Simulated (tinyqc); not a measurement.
# Worked calculation: bandgap voltage reference from two bipolar transistors

Program tinyqc, `OMP_NUM_THREADS=1 python tinyqc.py 2062116 2062117 out.jsonl`; Intel Xeon 2.30GHz, shared host, one thread, about 0.02 s. Printed values are rounded.

Two transistors of area 1 and N carry the same current I. Is(T) = Is (T/T0)^eta exp[(Vg0 q/kB)(1/T0 - 1/T)], VBE1 = Vt ln(I/Is(T)) + I rb, VBE2 = Vt ln(I/(N Is(T))) + I rb/N. The amplifier forces I R1(T) = VBE1 - VBE2 + Vos, with R(T) = R (1 + tc (T - T0)) for both resistors, and the output is Vref = VBE1 + I R2(T). Base currents and the Early effect are neglected.

Parameters, values chosen for the exercise; values of the order met in silicon bipolar transistors:
- T0 = 298 K (reference temperature)
- Vg0 = 1.18 V (band-gap voltage extrapolated to 0 K)
- eta = 3.3 (temperature exponent of the saturation current)
- Is = 2.3e-16 A (saturation current of the unit transistor at T0)
- N = 8 (area ratio of the second transistor)
- R1 = 17 kohm (resistor across which the difference of VBE falls, at T0)
- tc = 100 ppm/K (temperature coefficient of both resistors)
- Vos = 0 mV (offset of the amplifier)
- rb = 0 ohm (series resistance of the unit transistor)
- R2 = 200.9 kohm (output resistor at T0)
- T = 233 K (temperature)

Constants: q = 1.602176634e-19 C, kB = 1.380649e-23 J/K. Results are converted to the units shown.

## Operating point at the reference temperature

Vt = kB T/q; I = (Vt ln N + Vos)/(R1(T) - rb (1 - 1/N)). Evaluate at T = T0.

Vt = 0.0256797 V
I = 3.14114 uA
Is(T) = 2.3e-16 A
VBE1 = 0.599300 V
I R2 = 0.631055 V
Vref = 1.23035 V

## Operating point at another temperature

Vt = kB T/q; I = (Vt ln N + Vos)/(R1(T) - rb (1 - 1/N)).

Vt = 0.0200784 V
I = 2.47206 uA
Is(T) = 2.76641e-22 A
VBE1 = 0.737456 V
I R2 = 0.493408 V
Vref = 1.23086 V

From T0 to T, VBE1 changes by 138 mV and I R2 by -138 mV, which leaves 0.511 mV in Vref.

## Resistor for zero slope at T0, ideal case

With tc = 0, Vos = 0 and rb = 0 the current is proportional to T, dVBE/dT = (VBE - Vg0 - (eta - 1) Vt)/T, and Vref has zero slope at T0 when Vref = Vg0 + (eta - 1) Vt0. Find VBE1, its slope, that Vref, R2/R1 and the curvature d2Vref/dT2 = -(eta - 1) kB/(q T0).

VBE1 = 0.599300 V
dVBE/dT = -2.14686 mV/K
Vref = 1.23906 V
R2/R1 = 11.9807
curvature = -0.665096 uV/K^2
